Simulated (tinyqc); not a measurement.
## Inverter chain driving a load

N inverters, each f = Hc^(1/N) times larger than the one before: delay tau N (f + pp). Switched capacitance in units of the first input, with output capacitance pp times the input: Hc + (1 + pp)(Hc - 1)/(f - 1).

Inputs (values chosen for the exercise): load over the input capacitance of the chain Hc = 860; parasitic delay of an inverter pp = 0; delay unit tau = 7.1 ps.

Inverter chain driving a load:

| N | f | delay (ps) | switched capacitance |
|---|---|---|---|
| 4 | 5.415 | 153.8 | 1055 |
| 5 | 3.863 | 137.1 | 1160 |
| 6 | 3.084 | 131.4 | 1272 |
| 7 | 2.626 | 130.5 | 1388 |
| 8 | 2.327 | 132.2 | 1507 |
| 9 | 2.119 | 135.4 | 1628 |
| 10 | 1.965 | 139.5 | 1750 |
| 11 | 1.848 | 144.4 | 1873 |

The delay goes from 154 through a minimum of 130 (at N = 7 among the rows listed) to 144 ps. The best stage effort solves pp + rho (1 - ln rho) = 0, rho = 2.72, which gives N = ln Hc/ln rho = 6.76. One stage fewer than the best costs 0.68 % in delay and saves 8.4 % of the switched capacitance.

Computed by the program tinyqc: `OMP_NUM_THREADS=1 python tinyqc.py 2082086 2082087 out.jsonl`, one thread of a shared Intel Xeon 2.30GHz, about 0.01 s for the whole run.
